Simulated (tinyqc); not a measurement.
What a faster ramp buys: rapid thermal processing of a wafer: radiative balance, ramp and cooling, pattern effects, pyrometer error and spike budget. Computed by tinyqc, a small Python program. Command: `OMP_NUM_THREADS=1 python tinyqc.py 3113714 3113715 out.jsonl rtp walk`. One thread of a shared host (Intel(R) Xeon(R) Processor @ 2.30GHz), about 0.04 s of CPU time with the checks.

The wafer is opaque and uniform through its thickness unless said otherwise; temperatures in formulas are in kelvin (C + 273.15). sigma = 5.670374419e-12 W/(cm^2 K^4).

Inputs (values chosen for the exercise, modelled on a hot silicon wafer):
```
quantity                                              value         unit
wafer thickness d                                       775   micrometre
heat capacity per volume C                             2.23   J/(cm^3 K)
thermal conductivity k                                 0.25     W/(cm K)
emissivity eps of each face                            0.63            -
reflectivity of the chamber walls r                    0.76            -
gas heat-transfer coefficient h, both faces together   0.57  mW/(cm^2 K)
wall temperature T_w                                    500            K
process temperature                                     650            C
starting temperature                                    400            C
ramp rate                                                47          K/s
activation energy of the process E_a                      2           eV
```

Constants: k_B = 8.617333262e-05 eV/K.

Method:
- Effective emissivity between parallel grey plates: eps_eff = 1/(1/eps + 1/(1 - r) - 1). Loss per area q(T) = 2 eps_eff sigma (T^4 - T_w^4) + h (T - T_w).
- Absorbed power during a ramp = q(T) + C d x ramp rate; thermal time constant tau = C d/(dq/dT), dq/dT = 8 eps_eff sigma T^3 + h; natural cooling rate q/(C d); front-to-back difference under one-sided heating at the end of the ramp = (absorbed power) d/(2 k).
- Cooling with the lamps off: C d dT/dt = -q(T), integrated adaptively (relative tolerance 1e-10).
- Spike anneal: linear ramp to the peak, then lamps off. Equivalent time at the peak = int exp(-(E_a/k_B)(1/T - 1/T_peak)) dt; estimate (k_B T^2/E_a)(1/ramp rate + 1/cooling rate). The ramp part uses 4000 trapezoid steps, the cooling part 4000 steps over 4 tau.

time constant tau = 21.3974 s

holding power q = 1.82460 W/cm^2

natural cooling rate = 10.5575 K/s

Against the ramp rate:
```
ramp (K/s)  ramp part (s)  cooling part (s)  total (s)  power at the peak (W/cm^2)
10                 3.4098            3.7891     7.1990                        3.55
25                 1.3639            3.7891     5.1531                        6.15
50                 0.6820            3.7891     4.4711                       10.47
100                0.3410            3.7891     4.1301                       19.11
250                0.1364            3.7891     3.9255                       45.03
500                0.0682            3.7891     3.8573                       88.24
1000               0.0341            3.7891     3.8232                      174.65
```

What follows from these numbers?

From 10 to 100 K/s the total falls by a factor 1.7, from 100 to 1000 K/s by 1.08: the cooling part, 3.79 s, is a floor, and the natural cooling rate here is 10.6 K/s.

Extremes, crossings and ranges named in words are read from the listed rows.
